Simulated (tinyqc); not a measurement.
Printed widths: electron-beam lithography: double-Gaussian proximity function, edge placement and dose correction for parallel lines. Computed by tinyqc, a small Python program. Command: `OMP_NUM_THREADS=1 python tinyqc.py 3113138 3113139 out.jsonl proximity walk`. One thread of a shared host (Intel(R) Xeon(R) Processor @ 2.30GHz), about 0.01 s of CPU time with the checks.

Lines are infinitely long. Absorbed energy is counted so that the middle of a very large area written at dose 1 receives 1; the resist develops where it exceeds 1/2.

Inputs (values chosen for the exercise, of the order of those for 30 keV electrons in resist on silicon): forward range alpha = 0.018 micrometre; backscatter range beta = 4.5 micrometre; backscatter ratio eta = 0.67.

line widths (micrometre): [0.12, 2.3, 0.054, 4.7, 0.1]

gaps between the lines (micrometre): [0.52, 0.66, 0.053, 0.051]

Method:
- The first line starts at x = 0; each next one starts after the width and the gap.
- f(r) = [exp(-r^2/alpha^2)/alpha^2 + eta exp(-r^2/beta^2)/beta^2]/(pi (1 + eta)). A line from a to b at dose d gives E(x) = d [S(alpha) + eta S(beta)]/(1 + eta), S(s) = [erf((b - x)/s) - erf((a - x)/s)]/2.
- M_ij is the mean of E at the two edges of line i from line j at dose 1.
- Uncorrected edge energies are M 1. Solve M d = 1/2 for the doses d that put the mean edge energy of every line at the threshold.
- Edges are the roots of E(x) = 1/2 between a line centre and the middle of the next gap. Three cases: dose 1 everywhere; one common dose equal to the mean of d; the corrected doses.

Lines (micrometre):
```
line  left edge  right edge  centre
1         0.000       0.120   0.060
2         0.640       2.940   1.790
3         3.600       3.654   3.627
4         3.707       8.407   6.057
5         8.458       8.558   8.508
```

corrected doses: 1 1.17139, 2 0.97123, 3 0.80261, 4 0.93197, 5 1.07890

Width error, printed less drawn (nm):
```
line  drawn width (nm)   dose 1  mean dose  corrected
1                  120  -4.9245    -5.4063   0.000377
2                 2300   1.9906     1.5108   0.007042
3                   54   7.9390     7.4448   0.000059
4                 4700   3.6347     3.1516   0.003393
5                  100  -1.2779    -1.7508   0.000433
```

What follows from these numbers?

With the common mean dose the errors span 12.9 nm. With corrected doses the largest error is below 0.01 nm.

Extremes, crossings and ranges named in words are read from the listed rows.
